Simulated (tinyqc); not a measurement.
Read current of a NAND string, cells in series solved by shooting: one step of the calculation.

Cells in series, numbered from 0 at the source line (0 V) to the bit line, each followed by a gap resistance Rg. A cell with gate Vg, threshold VT, source Vs and drain Vd passes I = 2 nf K Vt^2 [F(Vs) - F(Vd)]/(1 + th max(Vg - VT, 0)), F(V) = ln^2(1 + exp((Vg - VT - nf V)/(2 nf Vt))). The selected cell has Vg = Vr, the others Vg = Vp.

Task. Node voltages for a trial current. For a trial current I start at 0 V and, cell by cell (the selected one is cell 1), solve for the drain: sqrt(F(Vd)) = sqrt(F(Vs) - I/k), k = 2 nf K Vt^2/(1 + th max(Vg - VT, 0)), Vd = [Vg - VT - 2 nf Vt ln(exp(sqrt F) - 1)]/nf, then add I Rg.

Inputs (values chosen for the exercise); values of the order met in vertical NAND strings: temperature T = 300 K; gain factor of a cell K = 12 uA/V^2; slope factor nf = 2.3; mobility reduction factor th = 0.08 1/V; resistance of the gap between cells Rg = 1.9 kohm; bit-line voltage Vbl = 0.7 V; pass voltage Vp = 7.2 V; read voltage on the selected word line Vr = 3.23 V.

Constants: q = 1.602176634e-19 C, kB = 1.380649e-23 J/K, Vt = kB T/q. Results are converted to the units shown.

first trial current = 2.6 uA
thresholds from the source end, cell 0 to 3 (V): [-1.5, 1.3, -1.5, 4.4]

Give: node voltage after each cell and gap, trial 1.

Result.

node voltage after each cell and gap, trial 1, cell 0 to 3 (V): [0.047416, 0.20429, 0.25416, 0.38735]

Numbers from tinyqc (`OMP_NUM_THREADS=1 python tinyqc.py 2142122 2142123 out.jsonl`; about 1 s on one thread of a shared Intel Xeon 2.30GHz).
